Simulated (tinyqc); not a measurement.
Frenkel-Kontorova chain: a misfit dislocation (kink) in a monolayer on a periodic substrate: one step, computed by the program tinyqc.

E = sum_j [(k/2)(x_(j+1) - x_j - b)^2 + (W/2)(1 - cos(2 pi x_j/a))], x_j = a (j + u_j). A kink takes u from 0 to 1: the chain is stretched by one period and has one atom fewer than wells.

Task: Start between two atoms. Discrete chain at f = 0, ends held at u = 0 and 1: E = (k a^2/2) sum (u_(j+1) - u_j)^2 + (W/2) sum (1 - cos 2 pi u_j), gradient g_j = k a^2 (2 u_j - u_(j-1) - u_(j+1)) + pi W sin(2 pi u_j), Hessian 2 k a^2 + 2 pi^2 W cos(2 pi u_j) on the diagonal and -k a^2 beside it. Free atoms j = -n..n-1 start from the continuum shape centred half-way, at j + 1/2.

Inputs (values chosen for the exercise, for a model overlayer):
```
quantity              value           unit
spring constant k      3.99  eV/angstrom^2
substrate period a     3.95       angstrom
corrugation W          5.14             eV
atoms on each side n      9              -
```

kink width l0 = 2.460860

Give: u at the start; E at the start; gradient.

Result:

u at the start: 0.0000  0.0000  0.0002  0.0006  0.0020  0.0073  0.0262  0.0931  0.3094  0.6906  0.9069  0.9738  0.9927  0.9980  0.9994  0.9998  1.0000  1.0000

E at the start = 15.68 eV

gradient (eV): 0.000  -0.001  -0.002  -0.008  -0.030  -0.106  -0.354  -0.371  4.762  -4.762  0.371  0.354  0.106  0.030  0.008  0.002  0.001  0.000

Caution: a corrugation above 1 eV is larger than real overlayers usually show; it is chosen to keep the kink narrow. Caution: for l0 below about 3 the kink spans few atoms, and the continuum kink energy is off by about 2 per cent or more.
